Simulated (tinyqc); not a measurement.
Two-dimensional dopant profile at a mask edge: lateral junction, overlap and effective channel length: one step, computed by the program tinyqc. Command: `OMP_NUM_THREADS=1 python tinyqc.py 3013746 3013747 out.jsonl lateral walk`. One thread of a shared host (Intel(R) Xeon(R) Processor @ 2.30GHz), about 0.01 s of CPU time with the checks.

Ions enter for y < 0; the mask (spacer, then gate) covers y > 0. x is the depth. The surface reflects dopant during the anneal.

Problem. Lateral junction at the surface. Widths s_x^2 = (vertical straggle)^2 + 2 D t, s_y^2 = (lateral straggle)^2 + 2 D t. C(x, y) = V(x) (1/2) erfc(y/(sqrt2 s_y)), V(x) = Q/(sqrt(2 pi) s_x) [exp(-(x - R_p)^2/(2 s_x^2)) + exp(-(x + R_p)^2/(2 s_x^2))]; 1 nm = 1e-7 cm. The lateral junction at depth x solves C = C_B: y_j(x) = sqrt2 s_y erfc^-1(2 C_B/V(x)). Overlap under the gate = y_j(0) - spacer; metallurgical channel L_met = L_g - 2 overlap (tails from the two sides are not added). Abruptness at y_j(0) in nm per decade = ln(10) s_y sqrt(pi/2) exp(u^2) erfc(u), u = y_j/(sqrt2 s_y). Overlap capacitance per width = 3.9 eps_0 overlap/t_ox (zero if there is no overlap).

Inputs (values chosen for the exercise, modelled on a source-drain extension in silicon): channel doping C_B = 1.5e+17 1/cm^3; gate length L_g = 54 nm; offset spacer = 4 nm; oxide thickness = 3.4 nm.

s_y = 3.383785 nm

V at the surface = 5.910882e+20 1/cm^3

vertical junction x_j = 20.11773 nm

Constants: eps_0 = 8.8541878128e-12 F/m.

Give: lateral junction y_j(0); ratio y_j(0)/x_j; overlap; metallurgical channel L_met; lateral abruptness; overlap capacitance.

Solution.

lateral junction y_j(0) = 11.76 nm

ratio y_j(0)/x_j = 0.5848

overlap = 7.765 nm

metallurgical channel L_met = 38.47 nm

lateral abruptness = 2.089 nm/decade

overlap capacitance = 0.07886 fF/um

The two overlaps take 29 % of the gate length. Caution: the peak exceeds usual solubilities, so part of the dose is inactive and diffusion is concentration dependent. Caution: the profile peaks below the surface, where the junction reaches further under the gate than y_j(0); the overlap given is the one at the surface.
